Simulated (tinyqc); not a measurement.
Width from the threshold shift.

Inverse problem. Undoped body with a flat potential across it, hard walls, transport along x. Three valley pairs (g = 2 each) with the longitudinal mass along x, y or z. Non-parabolicity enters the subband edges through E (1 + al E) = gamma, so E = 2 gamma/(1 + sqrt(1 + 4 al gamma)); motion within a subband is taken as parabolic with the band-edge mass. Energies are counted from the bulk band edge. gamma = C pi^2 [a^2/(my (t + dl)^2) + b^2/(mz (H + dl)^2)], C = hbar^2/(2 m0). Each subband has N_k = g sqrt(2 mx m0 kB T/(pi hbar^2)); without degeneracy n = exp(EF/Vt) sum N_k exp(-E_k/Vt). Classical value Nc times t H, Nc = sum over valleys of 2 g (m m0 kB T/(2 pi hbar^2))^1.5 with m = (mx my mz)^(1/3). Threshold shift dVT = Vt ln(classical value/sum N_k exp(-E_k/Vt)). Find t and the lowest subband edge.

Values chosen for this exercise; masses close to those of silicon:
```
symbol  value  unit                                                meaning
T         300     K                                            temperature
ml      0.916    m0                                      longitudinal mass
mt       0.19    m0                                        transverse mass
al          0  1/eV                                       non-parabolicity
dl          0    nm  widening of the box by penetration into the insulator
H        45.6    nm                                       height (along z)
```

Constants: q = 1.602176634e-19 C, kB = 1.380649e-23 J/K, hbar = 1.054571817e-34 J s, m0 = 9.1093837015e-31 kg, Vt = kB T/q, hbar^2/(2 m0) = 0.0380998212 eV nm^2. Results are converted to the units shown.

dVT = 22.104057 mV

Solution. dVT is evaluated for trial values of t with all subbands; between 1.5 and 25 nm one value matches.

t = 7.60 nm
E_1 = 8.06 meV

Numbers from tinyqc (`OMP_NUM_THREADS=1 python tinyqc.py 2350156 2350157 out.jsonl`; about 0.2 s on one thread of a shared Intel Xeon 2.30GHz).
